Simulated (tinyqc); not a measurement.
# Frequency dispersion of an accumulation capacitance by border traps, distributed model: effects of single changes

Traps spread evenly through the insulator exchange electrons with the semiconductor by tunnelling, with tau(x) = t0 exp(2 ka x) at depth x from the interface. The admittance per area Y seen at depth x obeys dY/dx = -Y^2/(i w eps0 eox) + q Nb ln(1 + i w tau)/tau, with Y(0) = i w Cs and w = 2 pi f; the gate sees Y(tox) = G + i w C. Working variable y = Y/(i w), in uF/cm^2. Cox = eps0 eox/tox.

Values chosen for this exercise; permittivity close to that of hafnium oxide:
- eox = 19.4 (relative permittivity of the insulator)
- tox = 5.5 nm (insulator thickness)
- Cs = 3.8 uF/cm^2 (semiconductor capacitance in accumulation)
- Nb = 1.4e20 cm^-3 eV^-1 (density of border traps)
- ka = 4.7 1/nm (decay constant of the wave function in the insulator)
- t0 = 1e-9 s (time constant of a trap at the interface)
- f = 1000 Hz (frequency)

Constants: q = 1.602176634e-19 C, eps0 = 8.8541878128e-14 F/cm where lengths are in cm. Results are converted to the units shown.

Each table varies one quantity; the others keep the values above.

## Capacitance and loss against frequency

Cox; trap-free value 1/(1/Cox + 1/Cs); response depth d = ln(1/(w t0))/(2 ka), where w tau = 1; lumped estimate: all traps within d act as C_bt = q Nb d placed at d/2, so C = 1/{1/[1/(1/Cs + d/(2 eps0 eox)) + C_bt] + (tox - d/2)/(eps0 eox)}. C and G from a fine integration; dispersion -d C/d log10 f over C, from f times and over 1.1. For a broad spread of time constants G/w is close to -(pi/2) dC/d ln w.

The same in every row: trap-free C (uF/cm^2) = 1.714.

Result of one run:

| f (Hz) | d (nm) | C (uF/cm^2) | G/w (uF/cm^2) | dispersion (% a decade) | -(pi/2) dC/d ln w (uF/cm^2) | lumped C (uF/cm^2) |
|---|---|---|---|---|---|---|
| 1000 | 1.274 | 2.319 | 0.07451 | 4.702 | 0.07439 | 2.249 |

What becomes of these results when the frequency f is changed from 1000 to 1e7 Hz, all else the same?

Result of the changed run:

| f (Hz) | d (nm) | C (uF/cm^2) | G/w (uF/cm^2) | dispersion (% a decade) | -(pi/2) dC/d ln w (uF/cm^2) | lumped C (uF/cm^2) |
|---|---|---|---|---|---|---|
| 1e7 | 0.2944 | 1.897 | 0.07102 | 5.570 | 0.07208 | 1.845 |

The whole series:

| f (Hz) | d (nm) | C (uF/cm^2) | G/w (uF/cm^2) | dispersion (% a decade) | -(pi/2) dC/d ln w (uF/cm^2) | lumped C (uF/cm^2) |
|---|---|---|---|---|---|---|
| 10 | 1.764 | 2.545 | 0.08079 | 4.645 | 0.08066 | 2.445 |
| 100 | 1.519 | 2.430 | 0.07724 | 4.652 | 0.07712 | 2.347 |
| 1000 | 1.274 | 2.319 | 0.07451 | 4.702 | 0.07439 | 2.249 |
| 10000 | 1.029 | 2.211 | 0.07259 | 4.803 | 0.07246 | 2.150 |
| 1e5 | 0.7843 | 2.106 | 0.07149 | 4.967 | 0.07136 | 2.051 |
| 1e6 | 0.5393 | 2.002 | 0.07122 | 5.212 | 0.07118 | 1.949 |
| 1e7 | 0.2944 | 1.897 | 0.07102 | 5.570 | 0.07208 | 1.845 |

C falls from 2.545 to 1.897 uF/cm^2, towards the trap-free 1.714; each decade of frequency removes ln 10/(2 ka) = 0.245 nm from the response depth. The dispersion rises from 4.65 to 5.57 % a decade and G/w falls from 0.0808 to 0.0710 uF/cm^2. G/w lies between 0.985 and 1.00 times -(pi/2) dC/d ln w, the relation for a broad spread of time constants.

## Effect of the semiconductor capacitance in accumulation

Same model as above.

The same in every row: d (nm) = 1.274.

Results:

| Cs (uF/cm^2) | C (uF/cm^2) | G/w (uF/cm^2) | dispersion (% a decade) | -(pi/2) dC/d ln w (uF/cm^2) | lumped C (uF/cm^2) | trap-free C (uF/cm^2) |
|---|---|---|---|---|---|---|
| 0.2 | 1.760 | 0.1262 | 10.46 | 0.1256 | 1.639 | 0.1880 |
| 0.39 | 1.807 | 0.1213 | 9.799 | 0.1208 | 1.691 | 0.3467 |
| 0.75 | 1.888 | 0.1131 | 8.752 | 0.1127 | 1.780 | 0.6048 |
| 1.4 | 2.012 | 0.1012 | 7.347 | 0.1008 | 1.916 | 0.9667 |
| 2.8 | 2.213 | 0.08325 | 5.503 | 0.08308 | 2.135 | 1.476 |
| 10 | 2.668 | 0.04918 | 2.699 | 0.04912 | 2.621 | 2.380 |
| 20 | 2.872 | 0.03686 | 1.878 | 0.03679 | 2.834 | 2.701 |

Estimate the missing row, Cs = 5.4 uF/cm^2.

Computed row:

| Cs (uF/cm^2) | C (uF/cm^2) | G/w (uF/cm^2) | dispersion (% a decade) | -(pi/2) dC/d ln w (uF/cm^2) | lumped C (uF/cm^2) | trap-free C (uF/cm^2) |
|---|---|---|---|---|---|---|
| 5.4 | 2.448 | 0.06456 | 3.862 | 0.06448 | 2.386 | 1.979 |

With this row back in the table: As Cs goes from 0.2 to 20, C rises from 1.76 to 2.87 uF/cm^2, the dispersion falls from 10.5 to 1.88 % a decade and G/w falls from 0.126 to 0.0369 uF/cm^2. The lumped estimate is 6.9 % below C in the first row and 1.3 % below it in the last. The same traps disperse C more when Cs is small, since they then add to the weaker series term.

Numbers from tinyqc (`OMP_NUM_THREADS=1 python tinyqc.py 2202184 2202185 out.jsonl`; about 0.4 s on one thread of a shared Intel Xeon 2.30GHz).
